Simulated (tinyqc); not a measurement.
Inside a calculation. Method: Hubbard chain of 3 sites. Computed by tinyqc, a small Python program that keeps every step. Settings: hopping = 1.17, U = 6.0, mixing = 0.2, iteration cap = 63. Command: `OMP_NUM_THREADS=1 python tinyqc.py 30197 30198 out.jsonl` (the two numbers bound the seeds that draw the settings). One thread of a shared host (Intel(R) Xeon(R) Processor @ 2.60GHz), about 0.2 s of CPU time with the checks.

one-body matrix (hopping and site energies) (eV), order 1, 2, 3:
```
[[0.0000, -1.1700, 0.0000],
 [-1.1700, 0.0000, -1.1700],
 [0.0000, -1.1700, 0.0000]]
```

U = 6.0000 eV

electrons, up and down: [2, 2]

n(up) at the start (a guess, not normalised): [0.9670, 0.3670, 0.9670]

n(down) at the start (a guess): [0.3670, 0.9670, 0.3670]

Each step fills the lowest levels of T + U n(other spin) and sets n(new) = n + mixing (n(out) - n); stop when output and input agree to 1e-8.

Course of the cycle:
```
iteration    E (eV)  largest |n(out) - n(in)|  mean |n_up - n_down|
1          4.790936                  2.35e-01                0.4908
2          4.751792                  1.70e-01                0.4859
3          4.729289                  1.20e-01                0.4798
4          4.716132                  9.39e-02                0.4737
5          4.708270                  7.40e-02                0.4678
6          4.703428                  5.88e-02                0.4625
7          4.700326                  4.69e-02                0.4577
8          4.698247                  3.77e-02                0.4534
9          4.696786                  3.05e-02                0.4496
10         4.695713                  2.48e-02                0.4462
11         4.694896                  2.04e-02                0.4432
...             ...                       ...                   ...
53         4.691264                  5.52e-04                0.4123
54         4.691264                  5.08e-04                0.4122
55         4.691264                  4.67e-04                0.4121
56         4.691263                  4.30e-04                0.4121
57         4.691263                  3.96e-04                0.4120
58         4.691263                  3.64e-04                0.4120
59         4.691263                  3.35e-04                0.4119
60         4.691263                  3.09e-04                0.4119
61         4.691262                  2.84e-04                0.4118
62         4.691262                  2.61e-04                0.4118
63         4.691262                  2.41e-04                0.4118
```

Can the last value be used, and what does the course show?

Not by the stop rule, although the second column moves by less than 1e-06 over the last three steps. Not converged within 63 iterations: the residual falls steadily but slowly, by a factor of about 0.92 a step. The lowest mean-field energy found from random starts is 4.21163 eV. Reruns (cap 100 unless said): mixing 0.5: not converged; mixing 0.9: not converged; the original settings with a cap of 400: not converged.
